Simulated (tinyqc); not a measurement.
Hydrogen passivation and dissociation of interface defects with a spread of activation energies. Changing the spread s_f. Computed by tinyqc, a small Python program. Command: `OMP_NUM_THREADS=1 python tinyqc.py 3016993 3016994 out.jsonl passivation sweep`. One thread of a shared host (Intel(R) Xeon(R) Processor @ 2.30GHz), about 0.02 s of CPU time with the checks.

Active defects P react as P + H2 -> HP + H and HP -> P + H; released atomic hydrogen is removed. All defects start active. Activation energies are normally distributed, independently for the two reactions.

Inputs (values chosen for the exercise, for a model interface): defect density N_0 = 1.3e+12 cm^-2; mean passivation energy E_f = 1.54 eV; prefactor k_f0 = 2.9e-08 cm^3/s; mean dissociation energy E_d = 2.86 eV; spread s_d = 0.051 eV; prefactor k_d0 = 2.5e+13 1/s; dissolved hydrogen [H2] = 2.2e+17 cm^-3; anneal temperature T = 850 K; anneal time t = 290 s.

Ambient: hydrogen.

Constants: k_B = 8.617333262e-05 eV/K.

Method. a = k_f0 [H2] exp(-E_f/k_B T), b = k_d0 exp(-E_d/k_B T); the active share of one kind of site is b/(a + b) + (a/(a + b)) exp(-(a + b) t). Full average: z from -5 to 5 in steps of 0.125 with normalised weights exp(-z^2/2), energy = mean + spread x z, over both energies.

One run for each value:
```
spread s_f (eV)  active share  active share, single energy
0.010               0.0000751                   5.8427e-05
0.037               0.0000846                   5.8427e-05
0.064               0.0001090                   5.8427e-05
0.091               0.0001610                   5.8427e-05
0.120               0.0002991                   5.8427e-05
0.150               0.0008526                   5.8427e-05
0.170               0.0018858                   5.8427e-05
0.200               0.0052693                   5.8427e-05
```

What does the table show, and why?

Over the rows, active share rises from 7.51e-5 to 0.00527 (exponent d ln y / d ln x 0.090 between the first rows and 6.3 between the last); active share, single energy does not change. A wider spread leaves more sites whose passivation is slow.
